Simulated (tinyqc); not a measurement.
Which input was changed? Model: valley-orbit splitting of a donor ground state, with strain. Computed by tinyqc, a small Python program. Command: `OMP_NUM_THREADS=1 python tinyqc.py 3022802 3022803 out.jsonl valleyorbit which`. One thread of a shared host (Intel(R) Xeon(R) Processor @ 2.30GHz), about 0.06 s of CPU time with the checks.

The basis is the 1s envelope in each valley; energies are counted from the unstrained conduction-band edge. The strain is e_s (a a^T - 1/3) for the unit stress axis a, so valley j along n_j moves by Xi_u e_s w_j with w_j = (n_j.a)^2 - 1/3: +1/3 for [111] and [-1-11], -1/3 for the others.

Inputs (values chosen for the exercise, modelled on donors in germanium):

| quantity | value | unit |
|---|---|---|
| single-valley binding energy E_0 | 9.73 | meV |
| central-cell shift Lambda | 0.22 | meV |
| coupling Delta_1 | 1 | meV |
| shear deformation potential Xi_u | 16 | eV |
| shear strain e_s | 0.0002 | - |
| temperature T | 200 | K |
| donor density N_D | 1.1e+16 | cm^-3 |
| density-of-states mass of one valley m_e | 0.222 | m_0 |

Valleys: four along <111>. Stress axis: [110].

Constants: k_B = 8.617333262e-05 eV/K; m_0 = 9.1093837015e-31 kg; k_B = 1.380649e-23 J/K; h = 6.62607015e-34 J s.

Method:
- H_jj = -(E_0 + Lambda) + Xi_u e_s w_j; H_jk = -Delta_1 between any two valleys.
- Diagonalise H; the ground vector has positive components. The density at the nucleus, and so the contact hyperfine coupling, scales as (sum_j c_j)^2/(number of valleys), which is 1 without strain; the envelopes are held fixed.
- The binding energy is counted from the lowest valley edge, min_j Xi_u e_s w_j; the gap is from the ground state to the next level.
- z = sum over levels of exp(-(E - E_ground)/k_B T), the ground-state share being 1/z; N_c = 2 (2 pi m_e k_B T/h^2)^(3/2) sum_j exp(-(shift_j - lowest shift)/k_B T); n1 = N_c/(2 z) exp(-binding/k_B T), binding = lowest shift - E_ground; without compensation n = 2 N_D/(1 + sqrt(1 + 4 N_D/n1)) (Boltzmann statistics; p and higher states left out).

Question. One of these inputs alone was changed, within the range given: central-cell shift Lambda (0.11 to 0.44); shear deformation potential Xi_u (8 to 32); temperature T (100 to 400); donor density N_D (5.5e+15 to 2.2e+16). Which one, and to what value?

Results:

| run | share of neutral donors in the ground state | free electrons n (cm^-3) | gap to the first excited state (meV) |
|---|---|---|---|
| before | 0.3000203 | 1.071237e+16 | 3.2 |
| after | 0.3062142 | 1.064085e+16 | 3.2 |

Answer.

Each candidate set to reproduce share of neutral donors in the ground state, and what it then gives:

| candidate | range searched | value needed | free electrons n (cm^-3) | gap to the first excited state (meV) |
|---|---|---|---|---|
| central-cell shift Lambda (meV) | 0.11 to 0.44 | no effect | - | - |
| shear deformation potential Xi_u (eV) | 8 to 32 | 26.70 | 1.0712e+16 | 2.8973 |
| temperature T (K) | 100 to 400 | 179.0 | 1.0641e+16 | 3.2000 |
| donor density N_D (cm^-3) | 5.5e+15 to 2.2e+16 | no effect | - | - |

Only temperature T fits every result: it went from 200 to 179 K. The next best candidate, shear deformation potential Xi_u, misses one result by 9.5 %.

Caution: k_B T exceeds a third of E_0, so the p and higher states, left out, hold part of the bound electrons. Caution: at this donor density neighbouring orbits begin to overlap and the depth shrinks, which a fixed level leaves out.
